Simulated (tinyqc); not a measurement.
# Ten-year voltage from two stress tests

Problem. Lifetimes follow tau = t0 exp(B/Vd). Ten years are 3.15576e8 s. Find B, t0 and the drain voltage for ten years.

lifetimes at Vd = 4 and 4.5 V (s): [11000, 928.368115]

Answer. ln(tau) is linear in 1/Vd.

B = 89.00 V
t0 = 2.390e-6 s
ten-year voltage = 2.737 V

tinyqc, about 0.01 s, one thread, Intel Xeon 2.30GHz (shared host): `OMP_NUM_THREADS=1 python tinyqc.py 2550112 2550113 out.jsonl`
